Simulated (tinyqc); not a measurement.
# Planar ballistic transistor, top-of-the-barrier model: what changes with what

At the top of the source barrier, states moving towards the drain are filled by the source (Fermi level 0) and states moving back by the drain (Fermi level -q Vd); nothing scatters. U is the shift of the band edge there, set by the capacitances CG, CD and CS (the total) and by the charge. Parabolic two-dimensional band; the source is grounded.

Values chosen for this exercise; mass and valleys close to those of indium arsenide:
- T = 350 K (temperature)
- m = 0.0296 m0 (effective mass)
- gv = 1 (valley degeneracy)
- eox = 3.9 (relative permittivity of the gate insulator)
- tox = 1.6 nm (insulator thickness)
- aG = 0.79 (gate control CG/CS)
- aD = 0.066 (drain control CD/CS)
- E0 = 0.17 eV (band edge at the barrier top above the source Fermi level at zero bias)

Constants: q = 1.602176634e-19 C, kB = 1.380649e-23 J/K, hbar = 1.054571817e-34 J s, m0 = 9.1093837015e-31 kg, Vt = kB T/q, eps0 = 8.8541878128e-14 F/cm where lengths are in cm. Results are converted to the units shown.

Each table varies one quantity; the others keep the values above.

## Effect of the valley degeneracy

N0 = gv m kB T/(pi hbar^2), CG = eps0 eox/tox, vT = sqrt(2 kB T/(pi m)), CS = CG/aG, n0 = n at U = 0 and Vd = 0. eta1 = -(E0 + U)/Vt, eta2 = eta1 - Vd/Vt, n = (N0/2)[F_0(eta1) + F_0(eta2)], F_0(x) = ln(1 + exp x). U = UL + q (n - n0)/CS with UL = -(aG Vg + aD Vd), energies in eV. I = q (N0/2) vT [F_(1/2)(eta1) - F_(1/2)(eta2)] per width, F_(1/2)(x) = (2/sqrt(pi)) int_0^infinity u^(1/2)/(1 + exp(u - x)) du. CQ = (q/Vt) dn/d(eta1). E0 is held fixed.

In this table Vg = 0.5 V, Vd = 0.5 V.

Effect of the valley degeneracy:
```
gv,eta1,n (cm^-2),I (uA/um),mean velocity I/(q n) (cm/s),CQ/CS
1,6.2793,1.1712e12,1232.9,6.5700e7,0.36191
2,4.9585,1.8518e12,1764.3,5.9465e7,0.72011
3,4.0924,2.2986e12,2032.8,5.5199e7,1.0699
4,3.4773,2.6163e12,2184.5,5.2115e7,1.4069
6,2.6520,3.0433e12,2340.0,4.7990e7,2.0322
```

Read the table: what changes, and by how much?

As gv goes from 1 to 6, n rises from 1.17e12 to 3.04e12 cm^-2, the mean velocity falls from 6.57e7 to 4.80e7 cm/s and the current rises from 1230 to 2340 uA/um. CQ/CS goes from 0.36 to 2.0.

## Output curve

Same model as above.

CQ = (q/Vt) dn/d(eta1).

In this table Vg = 0.5 V.

Output curve:
```
Vd (V),eta1,n (cm^-2),I (uA/um),mean velocity I/(q n) (cm/s),CQ/CS
0.01,4.402,1.585e12,75.52,2.973e6,0.7147
0.025,4.524,1.539e12,185.5,7.523e6,0.7125
0.05,4.726,1.464e12,359.5,1.533e7,0.7059
0.1,5.116,1.319e12,665.3,3.147e7,0.6716
0.15,5.460,1.199e12,898.4,4.677e7,0.5856
0.2,5.708,1.127e12,1040,5.760e7,0.4645
0.3,5.953,1.114e12,1140,6.389e7,0.3682
0.4,6.118,1.141e12,1188,6.495e7,0.3621
0.6,6.440,1.201e12,1278,6.643e7,0.3620
0.8,6.761,1.261e12,1371,6.788e7,0.3622
```

What does the table show?

The current rises from 75.5 to 1370 uA/um; n goes from 1.59e12 through a minimum of 1.11e12 (at Vd = 0.3 V among the rows listed) to 1.26e12 cm^-2 and eta1 rises from 4.40 to 6.76. The resistance in the first row is 132 ohm um, though nothing scatters in the channel. The current passes 90 % of its last value at Vd = 0.6 V among the rows, where eta2 = -13; returning states are gone from Vd = 0.4 V on (eta2 < -7), and from there the drain control aD lifts eta1 from 6.12 to 6.76.

## Effect of the drain control CD/CS

Same model as above.

CQ = (q/Vt) dn/d(eta1). E0 is held fixed.

In this table Vg = 0.5 V, Vd = 0.5 V.

Results:
```
aD,eta1,n (cm^-2),I (uA/um),mean velocity I/(q n) (cm/s),CQ/CS
0,5.476,1.022e12,1014,6.195e7,0.3611
0.02,5.719,1.067e12,1079,6.310e7,0.3614
0.04,5.963,1.112e12,1145,6.424e7,0.3617
0.06,6.206,1.158e12,1212,6.537e7,0.3619
0.08,6.450,1.203e12,1281,6.648e7,0.3620
0.12,6.937,1.294e12,1423,6.867e7,0.3623
0.14,7.180,1.339e12,1496,6.974e7,0.3623
```

Estimate the missing row, aD = 0.1.

Computed row:
```
aD,eta1,n (cm^-2),I (uA/um),mean velocity I/(q n) (cm/s),CQ/CS
0.1,6.693,1.248e12,1352,6.758e7,0.3621
```

With this row back in the table: As aD goes from 0 to 0.14, n rises from 1.02e12 to 1.34e12 cm^-2, the mean velocity rises from 6.19e7 to 6.97e7 cm/s and the current rises from 1010 to 1500 uA/um. CQ/CS stays near 0.36.

Numbers from tinyqc (`OMP_NUM_THREADS=1 python tinyqc.py 2400042 2400043 out.jsonl`; about 0.01 s on one thread of a shared Intel Xeon 2.30GHz).
